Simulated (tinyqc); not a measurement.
Compensation sets the slope of the freeze-out: donors with valley-orbit split 1s states.

Each donor binds at most one electron, in any of its states. For a site s, W_s = sum over its states of g exp(E/kT), and the ionised share is 1/(1 + W_s exp(eta)), eta = (EF - Ec)/kT; n = Nc F_1/2(eta); neutrality n + NA = ND x (mean ionised share); holes are neglected. Nc from N = 2 (m kB T/(4 pi c))^(3/2) with c = hbar^2/2m0, in 1/angstrom^3; times 1e24 for 1/cm^3, m = md. F_j(eta) = (1/Gamma(j + 1)) integral_0^infinity x^j dx/(1 + exp(x - eta)), which tends to exp(eta) for eta << 0.

Constants: hbar^2/2m0 = 3.80998211 eV angstrom^2; kB = 8.617333262e-05 eV/K.

Values chosen for the exercise (near those of P in Si; shifted at random, so the results belong to these values and not to a real crystal): md = 1.067 m0 (density-of-states mass of the conduction band); E = (45, 32.7, 31.6) meV (binding energies of 1s(A1), 1s(T2), 1s(E)); g = (2, 6, 4) (their degeneracies with spin); ND = 3.8e+15 1/cm^3 (donors).

NA = K ND. The slope energy is -d ln(n T^(-p))/d(1/kT) between 30 and 36 K, with p = 3/4 for K = 0 and p = 3/2 otherwise.

Results:

| K | n(30 K) (1/cm^3) | n(36 K) (1/cm^3) | slope energy (meV) |
|---|---|---|---|
| 0 | 6.64e+12 | 3.17e+13 | 22.11 |
| 0.0010 | 5.00e+12 | 2.98e+13 | 23.44 |
| 0.010 | 1.12e+12 | 1.78e+13 | 38.73 |
| 0.050 | 2.21e+11 | 4.92e+12 | 43.92 |
| 0.20 | 4.65e+10 | 1.06e+12 | 44.29 |
| 0.50 | 1.16e+10 | 2.66e+11 | 44.31 |

Without acceptors the slope is 22.11 meV, against half the ground-state energy, 22.50; with K = 0.05 it is 43.92 meV, against the full 45. The full energy (less a few meV where excited levels lie within a few kT) shows where n is far below NA, since the acceptors then hold EF near the donor level: n(36 K)/NA is 7.8 for K = 0.001 and 0.026 for K = 0.05; for K = 0.001 the sample is still in or near the uncompensated regime, where p = 3/2 is the wrong power, so that slope means little.

(tinyqc, `OMP_NUM_THREADS=1 python tinyqc.py 1652155 1652156 out.jsonl`, Intel(R) Xeon(R) Processor @ 2.30GHz, 1 thread, shared host, about 0.01 s.)
